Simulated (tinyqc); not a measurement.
Energy and delay of logic against supply voltage: two steps of the calculation.

One expression serves below and above threshold: I(Vg) = Ik [ln(1 + exp((Vg - VT + dd V)/(al nf Vt)))]^al, with I_on = I(V) and I_off = I(0). Gate delay td = kd C V/I_on, clock period LD td. Per gate and cycle the switching energy is act C V^2 and the leakage energy I_off V LD td. No short-circuit current, no variation. Minima are sought above 0.09 V; below a few Vt gates no longer switch and the model has no meaning.

Inputs (values chosen for the exercise); values of the order met in logic technologies: temperature T = 330 K; threshold voltage at zero drain bias VT = 0.26 V; slope factor nf = 1.11; barrier lowering per volt of supply dd = 0.07; specific current of a gate Ik = 1.5 uA; exponent of the current law al = 1.89; load capacitance of a gate C = 0.71 fF; delay factor kd = 1.2; logic depth LD = 40; activity factor act = 0.02; supply voltage V = 1.07 V.

Constants: q = 1.602176634e-19 C, kB = 1.380649e-23 J/K, Vt = kB T/q. Results are converted to the units shown.

Task 1. Currents, delay and energies. I_on, I_off, td, clock frequency 1/(LD td), both energies and their sum.

Find: I_on; I_off; td; clock frequency; switching energy; leakage energy; energy.

Result 1.

I_on = 245.30 uA
I_off = 4.0857 nA
td = 3.7164 ps
clock frequency = 6.7270 GHz
switching energy = 16.258 aJ
leakage energy = 0.64988 aJ
energy = 16.907 aJ

I_on/I_off = 60000; leakage makes up 3.84 % of the energy.

Task 2. New V. Minimum-energy supply: E(V) is the energy per gate and cycle; with h = 0.001 V, E' = (E(V + h) - E(V - h))/(2 h), E'' = (E(V - h) - 2 E(V) + E(V + h))/h^2, V(new) = V - E'/E''.

V after iteration 1 = 0.29022640 V

Find: E'; E''; V after iteration 2.

Result 2.

E' = -2.393 aJ/V
E'' = 217.2 aJ/V^2
V after iteration 2 = 0.3012 V

tinyqc, about 0.01 s, one thread, Intel Xeon 2.30GHz (shared host): `OMP_NUM_THREADS=1 python tinyqc.py 2082084 2082085 out.jsonl`
